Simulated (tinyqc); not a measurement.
Quantum against classical capture: non-radiative capture by multiphonon emission, one effective mode. Computed by tinyqc, a small Python program. Command: `OMP_NUM_THREADS=1 python tinyqc.py 3022563 3022564 out.jsonl capture walk`. One thread of a shared host (Intel(R) Xeon(R) Processor @ 2.30GHz), about 0.02 s of CPU time with the checks.

The initial state (free carrier plus empty centre) lies dE above the final state; both have the same frequency and are displaced by dQ.

Inputs (values chosen for the exercise, with mass, screening and phonons like those of GaSb):
```
quantity,value,unit
energy released dE,0.602,eV
phonon energy hbar omega,25.9,meV
Huang-Rhys factor S,15.9,-
electron-phonon coupling W,0.0022,eV/(u^(1/2) angstrom)
cell volume V,2150,angstrom^3
degeneracy g,1,-
broadening b,14,meV
carrier mass m,0.0385,m_0
dielectric constant eps,15.5,-
temperature T,200,K
```

Centre: repulsive.

Constants: hbar^2/u = 4.18015928e-03 eV angstrom^2; k_B = 8.617333262e-05 eV/K; hbar = 6.582119569e-16 eV s; Ry = 13.605693123 eV.

Method:
- dQ = sqrt(2 S (hbar^2/u)/hbar omega); relaxation energy lambda = S hbar omega; phonons needed P = dE/hbar omega; classical barrier E_b = (dE - lambda)^2/(4 lambda); occupation n = 1/(exp(hbar omega/k_B T) - 1).
- M_p = sum_m w_m <m_i|Q|(m + p)_f>^2 with Q counted from the final minimum and Boltzmann weights w_m for m = 0..24; <m_i|Q|k_f> = sqrt((hbar^2/u)/(2 hbar omega)) [sqrt(k) <m|k-1> + sqrt(k+1) <m|k+1>], with overlaps of oscillators displaced by d = sqrt(2 S) summed on 1500 points from -16 to 16 + d.
- The delta function is a Gaussian of standard deviation b at dE - p hbar omega.
- C_0 = V (2 pi/hbar) g W^2 sum_p M_p Gaussian_p. Here the sum runs over all p.
- Classical (Marcus) form: replace the sum by Q_c^2 exp(-E_b/k_B T)/sqrt(4 pi lambda k_B T), Q_c = dQ (dE + lambda)/(2 lambda).
- Sommerfeld factor of a repulsive centre: s(k) = 2 pi nu/(exp(2 pi nu) - 1), nu = sqrt(Ry*/E), Ry* = Ry m/eps^2, averaged over (2/sqrt(pi)) sqrt(x) exp(-x) dx with x = E/k_B T = t^2 (trapezoid, t to 6 in steps of 0.01).
- The last column is -k_B d ln C_0/d(1/T) from this row and the one above.

dQ = 2.26548 u^(1/2) angstrom

lambda = 0.41181 eV

classical barrier E_b = 0.0219593 eV

Against temperature:
```
T (K),"C_0, quantum (cm^3/s)","C_0, classical (cm^3/s)",Sommerfeld factor,activation energy (eV)
24,5.6737e-10,1.8276e-13,0.03435,-
45,5.6866e-10,1.8936e-11,0.08133,1.0064e-05
75,5.8611e-10,1.4129e-10,0.13982,2.9300e-04
120,6.5171e-10,3.9939e-10,0.20815,1.8284e-03
180,7.5811e-10,6.6186e-10,0.27535,4.6914e-03
270,8.7730e-10,8.6630e-10,0.34692,6.7951e-03
420,9.5888e-10,9.7300e-10,0.42619,5.7925e-03
660,9.5615e-10,9.6780e-10,0.50508,-2.8357e-04
```

What does the comparison show, and why?

At 24.0 K the quantum value is 3100 times the classical one: C_0 comes from tunnelling out of the lowest level and hardly depends on T. At 660 K the ratio is 0.99. The largest apparent activation energy is 0.007 eV against the classical barrier of 0.022 eV; a barrier below one phonon energy gives no activated range. The measured coefficient is C = s C_0, and s changes by a factor 15 over these rows, so C changes by 25 where C_0 changes by 1.7.

Extremes, crossings and ranges named in words are read from the listed rows.
